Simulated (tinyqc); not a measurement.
MOS capacitor with interface traps: C-V stretch-out, conductance peak and subthreshold swing: one step, computed by the program tinyqc.

Energies at the interface are counted from the valence band. psi > 0 means bending towards depletion, so the surface potential is -psi. Boltzmann statistics, full ionisation, no quantum confinement. Traps are neutral when filled up to E_n, with a sharp (zero-temperature) occupation.

Task: Substrate and insulator. N_c = 2 M_c (2 pi m_e k_B T/h^2)^(3/2) and N_v = 2 (2 pi m_h k_B T/h^2)^(3/2), masses in units of m_0. n_i = sqrt(N_c N_v) exp(-E_g/2 k_B T); E_F = E_g - k_B T ln(N_c/N); phi_B = (k_B T/e) ln(N/n_i); L_D = sqrt(eps_s eps_0 k_B T/(e^2 N)); C_ox = eps_ox eps_0/t_ox.

Inputs (values chosen for the exercise, modelled on InP, with an insulator like HfO2):
```
quantity                     value   unit
gap E_g                       1.34     eV
electron mass m_e           0.0798    m_0
valleys M_c                      1      -
hole mass m_h                0.585    m_0
dielectric constant eps_s     12.9      -
doping N                   1.7e+16  cm^-3
insulator constant eps_ox     21.2      -
insulator thickness t_ox       5.2     nm
temperature T                  300      K
```

Substrate: n-type. Trap spectrum: flat plus a Gaussian peak.

Constants: m_0 = 9.1093837015e-31 kg; k_B = 1.380649e-23 J/K; h = 6.62607015e-34 J s; k_B = 8.617333262e-05 eV/K; eps_0 = 8.8541878128e-12 F/m; e = 1.602176634e-19 C.

Give: k_B T; n_i; bulk E_F; phi_B; Debye length L_D; C_ox; effective density of states of the majority band.

Result:

k_B T = 0.02585 eV

n_i = 1.399e+07 cm^-3

bulk E_F = 1.249 eV

phi_B = 0.5408 V

Debye length L_D = 32.93 nm

C_ox = 3.610 microF/cm^2

effective density of states of the majority band = 5.657e+17 cm^-3
